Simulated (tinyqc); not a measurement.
# Nanowire ballistic transistor, top-of-the-barrier model: effect of the temperature

At the top of the source barrier, states moving towards the drain are filled by the source (Fermi level 0) and states moving back by the drain (Fermi level -q Vd); nothing scatters. U is the shift of the band edge there, set by the capacitances CG, CD and CS (the total) and by the charge. Parabolic one-dimensional subbands; the source is grounded.

N0 = gv sqrt(2 m kB T/pi)/hbar, CG = 2 pi eps0 eox/ln(1 + 2 tox/d), CS = CG/aG, n0 = n at U = 0 and Vd = 0. eta1 = -(E0 + U)/Vt, eta2 = eta1 - Vd/Vt, n = (N0/2)[F_(-1/2)(eta1) + F_(-1/2)(eta2)], F_(-1/2)(x) = (1/sqrt(pi)) int_0^infinity u^(-1/2)/(1 + exp(u - x)) du. Each F is summed over the two subbands, F(eta) + F(eta - dE/Vt), which share the mass. U = UL + q (n - n0)/CS with UL = -(aG Vg + aD Vd), energies in eV. I = gv (2 q^2/h) Vt [ln(1 + exp eta1) - ln(1 + exp eta2)], summed over both subbands. CQ = (q/Vt) dn/d(eta1). E0 is held fixed.

Values chosen for this exercise; mass and valleys close to those of gallium arsenide:
- m = 0.0658 m0 (effective mass)
- gv = 1 (valley degeneracy)
- eox = 22 (relative permittivity of the gate insulator)
- tox = 3.6 nm (insulator thickness)
- d = 4 nm (wire diameter)
- dE = 0.26 eV (offset of a second subband (0: none))
- aG = 0.8 (gate control CG/CS)
- aD = 0.043 (drain control CD/CS)
- E0 = 0.3 eV (band edge at the barrier top above the source Fermi level at zero bias)
- Vg = 0.8 V (gate voltage)
- Vd = 0.8 V (drain voltage)

Constants: q = 1.602176634e-19 C, kB = 1.380649e-23 J/K, hbar = 1.054571817e-34 J s, h = 6.62607015e-34 J s, m0 = 9.1093837015e-31 kg, Vt = kB T/q, eps0 = 8.8541878128e-14 F/cm where lengths are in cm. Results are converted to the units shown.

Effect of the temperature:

| T (K) | eta1 | n (cm^-1) | I (uA) | mean velocity I/(q n) (cm/s) | CQ/CS |
|---|---|---|---|---|---|
| 50 | 77.95 | 3.575e6 | 31.90 | 5.570e7 | 0.1211 |
| 77 | 50.62 | 3.572e6 | 31.90 | 5.574e7 | 0.1217 |
| 120 | 32.49 | 3.567e6 | 31.91 | 5.585e7 | 0.1232 |
| 180 | 21.67 | 3.553e6 | 31.94 | 5.612e7 | 0.1263 |
| 240 | 16.26 | 3.535e6 | 32.01 | 5.651e7 | 0.1286 |
| 300 | 13.02 | 3.516e6 | 32.10 | 5.697e7 | 0.1292 |
| 360 | 10.85 | 3.499e6 | 32.22 | 5.747e7 | 0.1281 |
| 420 | 9.307 | 3.484e6 | 32.37 | 5.798e7 | 0.1260 |

What does the table show?

As T goes from 50 to 420 K, n falls from 3.57e6 to 3.48e6 cm^-1, the mean velocity rises from 5.57e7 to 5.80e7 cm/s and the current rises from 31.9 to 32.4 uA. CQ/CS goes from 0.12 to 0.13. In every row the source Fermi level lies over 0.3 eV above the band edge, where a light band is no longer parabolic.

Program tinyqc, `OMP_NUM_THREADS=1 python tinyqc.py 2400122 2400123 out.jsonl`; Intel Xeon 2.30GHz, shared host, one thread, about 0.06 s.
